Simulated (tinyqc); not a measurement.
Worked calculation: CIS on RHF in the sto-3g basis, for H3+, spin multiplicity 1. One step of it, computed by the program tinyqc.

Question. CIS matrix, triplets. A(ia,jb) = (e_a - e_i) d_ij d_ab - (ij|ab).

orbital energies (hartree): MO1 -1.073167, MO2 -0.093851, MO3 -0.093482

Two-electron integrals over orbitals (pq|rs), unique and non-zero (hartree):
```
(11|11) 0.568236    (21|11) -0.000037   (21|21) 0.144672    (22|11) 0.554123
(22|21) 0.064798    (22|22) 0.641283    (31|11) 0.000042    (31|22) -0.074286
(31|31) 0.144676    (32|11) 8.07e-09    (32|21) -0.074322   (32|22) -0.000032
(32|31) -0.064782   (32|32) 0.077938    (33|11) 0.554189    (33|21) -0.064814
(33|22) 0.485438    (33|31) 0.074304    (33|32) 0.000032    (33|33) 0.641308
```

Give: CIS matrix A, triplet.

Answer.

CIS matrix A, triplet (hartree):
```
       1>2    1>3
1>2  0.425  0.000
1>3  0.000  0.425
```
